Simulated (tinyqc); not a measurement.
# Channel mobility from two channel lengths

Question. Two power MOSFETs differ only in channel length: R_on = R_rest + Lc (Wp + a)/(2 mch Cox Vov), Cox = 3.9 eps0/tox. Find mch and R_rest.

Values chosen for this exercise: gate oxide thickness (eps_r 3.9) tox = 99 nm; gate overdrive Vov = 13 V; width of the p body in one cell, channels included Wp = 6.6 um; gap between neighbouring p bodies a = 2 um.

Constants: eps0 = 8.8541878128e-14 F/cm where lengths are in cm. Results are converted to the units shown.

R_on at Lc = 0.67 and 2 um (mohm cm^2): 2.5647345  3.0902522

Answer. R_on is a straight line in Lc; its slope gives mch and its intercept the rest.

mch = 240 cm^2/(V s)
R_rest = 2.30 mohm cm^2

Computed by the program tinyqc: `OMP_NUM_THREADS=1 python tinyqc.py 2230106 2230107 out.jsonl`, one thread of a shared Intel Xeon 2.30GHz, about 0.01 s for the whole run.
